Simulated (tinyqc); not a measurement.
Worked calculation: lattice vibrations of a chain. One step of it, computed by the program tinyqc.

Problem. Frequencies. omega^2 are the eigenvalues; wavenumber = 521.4708 sqrt(eigenvalue) 1/cm.

D(q) (eV/(angstrom^2 u)):
```
                     1                    2                    3                    4
1             0.975460            -0.228620  -0.077051+0.067929i  -0.046016+0.364256i
2            -0.228620             0.703704            -1.451777  -0.014572+0.012847i
3  -0.077051-0.067929i            -1.451777             8.150943            -0.788583
4  -0.046016-0.364256i  -0.014572-0.012847i            -0.788583             0.410463
```

Give: eigenvalues; wavenumbers; weights |e|^2 of the mass-weighted modes.

Solution.

eigenvalues: 0.052  0.485  1.206  8.498

wavenumbers (1/cm): 118.5  363.1  572.7  1520.2

weights |e|^2 of the mass-weighted modes:
```
        mode 1  mode 2  mode 3  mode 4
atom 1   0.165   0.056   0.779   0.000
atom 2   0.230   0.664   0.073   0.033
atom 3   0.025   0.014   0.002   0.958
atom 4   0.580   0.266   0.145   0.009
```
